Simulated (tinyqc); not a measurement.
Tunnelling through a two-layer gate stack, WKB transmission and Tsu-Esaki current: current against voltage.

Electrons leave the emitter at x = 0. Energies E (motion across the layers) are in eV from the emitter Fermi level; the collector Fermi level lies at -V and offers states at every E. No charge in the dielectric and no image force: F1 = V/(t1 + t2 eps1/eps2), F2 = F1 eps1/eps2; U = phi1 - F1 x in layer 1 and phi2 - F1 t1 - F2 (x - t1) in layer 2. With C = hbar^2/(2 m0), kappa = sqrt(m (U - E)/C) where U > E and 0 elsewhere; T(E) = exp(-S), S = 2 times the integral of kappa over x.

Each layer adds (2/F) sqrt(m/C) [G(u at its left edge) - G(u at its right edge)] to S, with u = U - E (0 where negative) and G(u) = (2/3) u^1.5. J = J0 times the integral of T(E) N(E) dE, N = ln[(1 + exp(-E/Vt))/(1 + exp((-E - V)/Vt))], J0 = q^2 me m0 kB T/(2 pi^2 hbar^3) (times 1e-4 for A/cm^2 per eV), from E = -Ef to far above the barrier (T = 1 there), by quadrature converged to the digits shown.

Values chosen for this exercise; layer 1 close to silicon nitride, layer 2 close to hafnium oxide: temperature T = 200 K; Fermi energy of the emitter above its band bottom Ef = 0.29 eV; emitter mass in the supply function me = 1 m0; barrier of layer 1 above the emitter Fermi level at zero bias phi1 = 2.15 eV; tunnelling mass of layer 1 m1 = 0.49 m0; thickness of layer 1 t1 = 0.6 nm; relative permittivity of layer 1 eps1 = 7.72; barrier of layer 2 at zero bias phi2 = 1.45 eV; tunnelling mass of layer 2 m2 = 0.2 m0; thickness of layer 2 t2 = 1.4 nm; relative permittivity of layer 2 eps2 = 21.9.

Constants: q = 1.602176634e-19 C, kB = 1.380649e-23 J/K, hbar = 1.054571817e-34 J s, m0 = 9.1093837015e-31 kg, Vt = kB T/q, hbar^2/(2 m0) = 0.0380998212 eV nm^2. Results are converted to the units shown.

Current against voltage:

| V (V) | S at E = 0 | T(E = 0) | J (A/cm^2) | mean E of the current (eV) |
|---|---|---|---|---|
| 0.2 | 13.53 | 1.331e-6 | 398.3 | -0.1615 |
| 0.49 | 12.74 | 2.922e-6 | 906.2 | -0.1670 |
| 0.77 | 11.91 | 6.747e-6 | 1971 | -0.1650 |
| 1.06 | 10.92 | 1.811e-5 | 4834 | -0.1620 |
| 1.35 | 9.702 | 6.119e-5 | 1.385e4 | -0.1565 |
| 1.64 | 7.952 | 3.518e-4 | 5.911e4 | -0.1422 |
| 1.92 | 6.691 | 0.001242 | 2.631e5 | -0.1505 |
| 2.21 | 5.807 | 0.003005 | 7.951e5 | -0.1592 |
| 2.5 | 5.241 | 0.005297 | 1.733e6 | -0.1666 |

What does the comparison show?

J rises from 398 to 1.73e6 A/cm^2, by 1.23 decades a volt between the first two rows and 1.17 between the last two. From V = 1.64 V on (among the rows) a band edge falls below the emitter Fermi level, so electrons at E = 0 no longer cross the full thickness. In 5 of the 9 rows the field exceeds 10 MV/cm (up to 22.9), more than most dielectrics sustain; the model ignores breakdown. In 2 of the 9 rows S is below 6, where a WKB prefactor of 1 is a rough guess. In every row a layer is thinner than 0.8 nm, a few atomic planes, where an effective mass is a rough description.

tinyqc, about 0.03 s, one thread, Intel Xeon 2.30GHz (shared host): `OMP_NUM_THREADS=1 python tinyqc.py 2540012 2540013 out.jsonl`
